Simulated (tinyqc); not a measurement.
Time-dependent dielectric breakdown: cell percolation, Weibull statistics, area scaling and voltage extrapolation: one step, computed by the program tinyqc.

The oxide is divided into columns of area a^2, each holding m = t_ox/a cells (m is taken as continuous). A share lambda(t) = (t/t_1)^alpha of the cells is defective, and a column whose cells are all defective breaks down.

Question. Weibull parameters from the cell model. Failure fraction F = 1 - (1 - lambda^m)^N with N = A/a^2 columns, which for small lambda^m is 1 - exp(-(t/t63)^beta) with beta = alpha m and t63 = t_1 N^(-1/beta); critical share lambda(t63) = N^(-1/m). 1 um^2 = 1e6 nm^2.

Inputs (values chosen for the exercise, for a model gate oxide):

| quantity | value | unit |
|---|---|---|
| oxide thickness t_ox | 1.9 | nm |
| defect cell size a | 1.3 | nm |
| exponent alpha of defect growth | 0.83 | - |
| time t_1 at which the occupied share would reach 1 | 2.1e+06 | s |
| test area A | 0.08 | um^2 |

Give: cells per column m; columns N; Weibull slope beta; characteristic life t63; critical share of defective cells.

Answer.

cells per column m = 1.462

columns N = 47337

Weibull slope beta = 1.213

characteristic life t63 = 293.9 s

critical share of defective cells = 6.327e-04

Times between F = 10 % and 90 % span a factor 12.7: the smaller beta = alpha m, the wider the scatter. Caution: t_1 is an input here; in a real oxide it changes with thickness at fixed voltage.
